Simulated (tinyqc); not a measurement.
Single-electron transistor, orthodox theory and master equation: two steps of the calculation.

A metal island with n extra electrons joins the left lead (voltage V) and the right lead (0 V) by tunnel junctions and couples to a gate. Cs = CL + CR + Cg. Adding electron n + 1 costs mu(n) = [q (n + 1/2) - CL V - Cg Vg]/Cs (in volts); the Fermi levels are -V (left) and 0 (right). A jump that gains the energy W has the rate G(W) = (W/q)/(R [1 - exp(-W/Vt)]), W in volts, Vt = kB T/q. Sequential tunnelling only; I > 0 flows from left to right.

Inputs (values chosen for the exercise): capacitance of the left junction CL = 1.2 aF; capacitance of the right junction CR = 1.2 aF; gate capacitance Cg = 1.5 aF; resistance of the left junction RL = 230 kohm; resistance of the right junction RR = 12000 kohm; temperature T = 10 K; bias of the left lead V = 6.2 mV; gate voltage Vg = 6 mV; lowest charge state kept n0 = -1; highest charge state kept n1 = 1.

Constants: q = 1.602176634e-19 C, kB = 1.380649e-23 J/K, Vt = kB T/q. Results are converted to the units shown.

Question 1. Charging energy and addition levels. q/Cs, the gate period q/Cg, and mu(n) for the transitions kept.

Give: q/Cs; q/Cg; kB T/(q^2/Cs); mu(n).

Answer 1.

q/Cs = 41.081 mV
q/Cg = 106.81 mV
kB T/(q^2/Cs) = 0.020976
mu(n), n to n + 1, n -1 to 0 (mV): [-24.756, 16.325]

Question 2. Tunnelling rates. Onto the island: from the left W = -V - mu(n), from the right W = -mu(n); off the island (n + 1 to n): to the left W = mu(n) + V, to the right W = mu(n).

mu(n), n to n + 1, n -1 to 0 (mV): [-24.756111, 16.325341]

Give: on from left; on from right; off to left; off to right.

Answer 2.

on from left, n to n + 1, n -1 to 0 (1/ns): [503.56, 2.7162e-9]
on from right, n to n + 1, n -1 to 0 (1/ns): [12.876, 5.0276e-8]
off to left, n to n + 1, n -1 to 0 (1/ns): [2.2397e-7, 611.27]
off to right, n to n + 1, n -1 to 0 (1/ns): [4.2979e-12, 8.4912]

Range of the model: Cotunnelling, which dominates deep in the blockade, is left out.

Program tinyqc, `OMP_NUM_THREADS=1 python tinyqc.py 2780037 2780038 out.jsonl`; Intel Xeon 2.30GHz, shared host, one thread, about 0.01 s.
